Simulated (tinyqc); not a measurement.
Pair-potential crystal by lattice sums. Energy and pressure along a compression. Computed by tinyqc, a small Python program. Command: `OMP_NUM_THREADS=1 python tinyqc.py 3021533 3021534 out.jsonl pairsum sweep`. One thread of a shared host (Intel(R) Xeon(R) Processor @ 2.30GHz), about 0.05 s of CPU time with the checks.

Energy per atom E = (1/2) sum over neighbours of phi(r); d is the nearest-neighbour distance.

Inputs (values chosen for the exercise, for model atoms):
```
quantity             value      unit
well depth eps      0.0388        eV
pair minimum r0        3.4  angstrom
cut-off r_c/r0         2.7         -
stiffness alpha r0     4.4         -
```

Potential: Morse. Structure: bcc.

Constants: 1 eV/angstrom^3 = 160.2176634 GPa.

Method:
- phi0(r) = eps [exp(-2 alpha (r - r0)) - 2 exp(-alpha (r - r0))]; shifted-force cut-off: phi(r) = phi0(r) - phi0(r_c) - (r - r_c) phi0'(r_c) for r < r_c, zero beyond.
- Shells (distance in units of d, count): fcc 1.0000 (12), 1.4142 (6), 1.7321 (24), 2.0000 (12), 2.2361 (24), 2.4495 (8), 2.6458 (48), 2.8284 (6), 3.0000 (36), 3.1623 (24); hcp 1.0000 (12), 1.4142 (6), 1.6330 (2), 1.7321 (18), 1.9149 (12), 2.0000 (6), 2.2361 (12), 2.3805 (12), 2.4495 (6), 2.5166 (6), 2.5820 (12), 2.6458 (24), 2.7080 (6), 2.8868 (12), 3.0000 (12), 3.1091 (24), 3.1623 (12); bcc 1.0000 (8), 1.1547 (6), 1.6330 (12), 1.9149 (24), 2.0000 (8), 2.3094 (6), 2.5166 (24), 2.5820 (24), 2.8284 (24), 3.0000 (32); sc 1.0000 (6), 1.4142 (12), 1.7321 (8), 2.0000 (6), 2.2361 (24), 2.4495 (24), 2.8284 (12), 3.0000 (30), 3.1623 (24); diamond 1.0000 (4), 1.6330 (12), 1.9149 (12), 2.3094 (6), 2.5166 (12), 2.8284 (24), 3.0000 (16). Volumes per atom in d^3: fcc 0.70711, hcp 0.70711, bcc 0.76980, sc 1.00000, diamond 1.53960; hcp has the ideal c/a. Every shell inside the cut-off is summed.
- List each shell within the cut-off.
- E = (1/2) sum count x phi; P = -(1/(6 Omega)) sum count x r phi', Omega = 0.769800 d^3.

One run for each value:
```
trial neighbour distance d/r0  energy at the trial distance (eV/atom)  pressure at the trial distance (GPa)
0.880                                                        -0.31324                                1.2652
0.907                                                        -0.32128                                0.1485
0.935                                                        -0.31806                               -0.5565
0.963                                                        -0.30697                               -0.9521
0.990                                                        -0.29149                               -1.1428
1.020                                                        -0.27110                               -1.2125
1.050                                                        -0.24912                               -1.1916
1.070                                                        -0.23420                               -1.1488
1.100                                                        -0.21207                               -1.0606
```

Over the rows, energy at the trial distance (eV/atom) goes from -0.313 through a minimum among these rows, -0.321 at 0.907, to -0.212; pressure at the trial distance (GPa) goes from 1.27 through a minimum among these rows, -1.21 at 1.02, to -1.06. The pressure changes sign between d/r0 = 0.907 and 0.935, where the energy has its minimum.

Extremes, crossings and ranges named in words are read from the listed rows.
